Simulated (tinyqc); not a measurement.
# Surface potential of a MOS transistor: implicit equation and explicit approximations: effects of single changes

p-type body, charge-sheet picture, depletion and inversion only, full ionisation (an idealisation for deep acceptors), Boltzmann statistics (rough once Na exp(x - xn) passes about Nc/7). In units of Vt: xg = (Vg - Vfb)/Vt, x = psi/Vt, G = gamma/sqrt(Vt), xn = (2 phiF + Vc)/Vt. The implicit equation is (xg - x)^2 = G^2 [x - 1 + exp(x - xn)] for x above about 3. Cox = eps0 eox/tox.

Values chosen for this exercise; band and dielectric values close to those of 4H silicon carbide:
```
symbol    value   unit                                                               meaning
T           350      K                                                           temperature
Eg         3.32     eV                                                              band gap
eps_r      9.65                                                        relative permittivity
Nc      2.12e19  cm^-3                                conduction-band density of states at T
Nv      3.15e19  cm^-3                                   valence-band density of states at T
eox        21.9         relative permittivity of the gate insulator (close to hafnium oxide)
tox         9.6     nm                                                   insulator thickness
Na         1e16  cm^-3                                                      acceptor density
Vfb       -0.82      V                                                     flat-band voltage
Vc          0.2      V                                                  channel-body voltage
Vg         2.34      V                                                     gate-body voltage
```

Constants: q = 1.602176634e-19 C, kB = 1.380649e-23 J/K, Vt = kB T/q, eps0 = 8.8541878128e-14 F/cm where lengths are in cm. Results are converted to the units shown.

Each table varies one quantity; the others keep the values above.

## Accuracy of the approximations against gate voltage

ni = sqrt(Nc Nv) exp(-Eg/(2 Vt)), Eg in volts; phiF = Vt ln(Na/ni); gamma = sqrt(2 q eps0 eps_r Na)/Cox; VT = Vfb + Vt (xn + G sqrt(xn - 1)). Depletion value a = 1 + [sqrt(G^2/4 + xg - 1) - G/2]^2; inversion value b = xn + ln[(xg - xn)^2/G^2 - xn + 1] and first guess y = min(a, b) - ln(1 + exp(-|a - b|)) if a > xn + 1, else b = y = a; one second-order correction with D = exp(y - xn), p = 2 (xg - y) + G^2 (1 + D), w = (xg - y)^2 - G^2 (y - 1 + D): z = y + 2 w/(p + sqrt(p^2 - 2 (2 - G^2 D) w)), or the Newton step z = y + w/p where the root is not real. N_inv = (Cox Vt G/q) [sqrt(x - 1 + exp(x - xn)) - sqrt(x - 1)] at the root. Lambert form (Cox m Vt/q) W0[(G/(2 m sqrt(xn - 1))) exp((Vg - VT)/(m Vt))], m = 1 + G/(2 sqrt(xn - 1)). Errors under 1e-4 mV, and the linear form below VT, are printed as 0.

Accuracy of the approximations against gate voltage:
```
Vg (V),psi (V),x - xn,error of y (mV),error of z (mV),N_inv (cm^-2),Cox (Vg - VT)/q (cm^-2),Lambert form (cm^-2)
1.87,2.648,-13.19,0,0,5663,0,5258
2.07,2.847,-6.615,3.09e-4,0,3.932e6,0,3.796e6
2.27,3.045,-0.04109,0.214,0,2.716e9,0,2.722e9
2.47,3.209,5.396,28.1,-8.65,4.416e11,2.508e12,5.154e11
2.67,3.277,7.664,45.0,20.2,2.094e12,5.030e12,2.441e12
2.87,3.313,8.843,32.6,12.0,4.164e12,7.551e12,4.711e12
3.07,3.336,9.619,25.5,7.93,6.388e12,1.007e13,7.076e12
3.27,3.353,10.19,21.1,-6.06,8.690e12,1.259e13,9.485e12
3.47,3.367,10.64,18.0,-2.34,1.104e13,1.512e13,1.192e13
```

What does the table show?

psi rises from 2.65 to 3.37 V and ends 11 Vt above 2 phiF + Vc. Among the rows the first guess is off by at most 45 mV (at Vg = 2.67 V) and the corrected value by at most 20 mV. In the last row the linear form is 37 % above N_inv and the Lambert form 8.0 % above it; in the first row the Lambert form is 7.2 % below it. For Vg = 2.67, 2.87, 3.07, 3.27, 3.47 the electron quasi-Fermi level lies less than 2 Vt below the band edge at the surface, or above it, where degeneracy and confinement, left out, matter.

## Effect of the channel-body voltage at fixed gate voltage

Same model as above.

Effect of the channel-body voltage at fixed gate voltage:
```
Vc (V),psi (V),x - xn,error of y (mV),error of z (mV),N_inv (cm^-2),Cox (Vg - VT)/q (cm^-2),Lambert form (cm^-2)
0,3.040,6.422,46.7,20.3,9.498e11,3.410e12,1.129e12
0.2,3.113,2.205,1.43,0,2.490e10,8.695e11,2.566e10
0.4,3.115,-4.361,2.82e-3,0,3.578e7,0,3.503e7
0.6,3.115,-10.99,0,0,4.719e4,0,4.475e4
0.8,3.115,-17.62,0,0,62.23,0,57.20
```

What does the table show?

As Vc goes from 0 to 0.8, psi rises from 3.04 to 3.11 V, x - xn falls from 6.42 to -17.6 and N_inv falls from 9.50e11 to 62.2 cm^-2. The Lambert form lies between 0.919 and 1.19 times N_inv. psi follows Vc only while the surface is inverted; once x falls below xn it settles at the depletion value. For Vc = 0 the electron quasi-Fermi level lies less than 2 Vt below the band edge at the surface, or above it, where degeneracy and confinement, left out, matter.

Program tinyqc, `OMP_NUM_THREADS=1 python tinyqc.py 2122009 2122010 out.jsonl`; Intel Xeon 2.30GHz, shared host, one thread, about 0.01 s.
